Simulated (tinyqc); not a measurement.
Inside a calculation. Method: tight binding, kagome lattice. One step of it, computed by the program tinyqc.

Task: Levels at K. Diagonalise the Hermitian matrix.

H(k) at K (eV), lower triangle (Hermitian):
```
,A,B,C
A,0.000000
B,-0.920000-1.593487i,0.000000
C,-0.920000+1.593487i,-0.920000-1.593487i,0.000000
```

Give: eigenvalues.

Result:

eigenvalues (eV): -1.8400  -1.8400  3.6800
